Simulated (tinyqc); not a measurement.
Signal and retention of a DRAM cell: one step of the calculation.

A stored one starts at Vd and leaks: Cs dV/dt = -I(V), I = a sqrt((V + Vb)/(Vd + Vb)) + b, with a = Ig exp[-(Eg1 q/kB)(1/T - 1/T0)] (generation in a depletion layer) and b = Is exp[-(Es q/kB)(1/T - 1/T0)]. The bit line is precharged to Vd/2, and charge sharing gives the signal (V - Vd/2) Cs/(Cs + Cb).

Question. Failing cells. This time is the median of a log-normal spread: failing cells = Nc erfc(z/sqrt 2)/2, z = ln(t/tr)/sg. One failure is expected at the interval where that count equals 1.

Values chosen for this exercise:
- sg = 0.59 (deviation of ln(retention time) over the cells)
- Nc = 1.72e10 (cells)
- tr = 64 ms (refresh interval)

retention time = 3.2013452 s

Give: z; failing cells; interval for one failure.

Answer.

z = 6.6313
failing cells = 0.28624
interval for one failure = 71.472 ms

The weakest cell of the array lies about 6.44 deviations out, a factor of 44.8 below the median; the chosen interval is shorter than that time.

Range of the model: Real arrays also hold a tail of unusually leaky cells and cells whose retention varies in time, which this model lacks.

Numbers from tinyqc (`OMP_NUM_THREADS=1 python tinyqc.py 2130104 2130105 out.jsonl`; about 0.01 s on one thread of a shared Intel Xeon 2.30GHz).
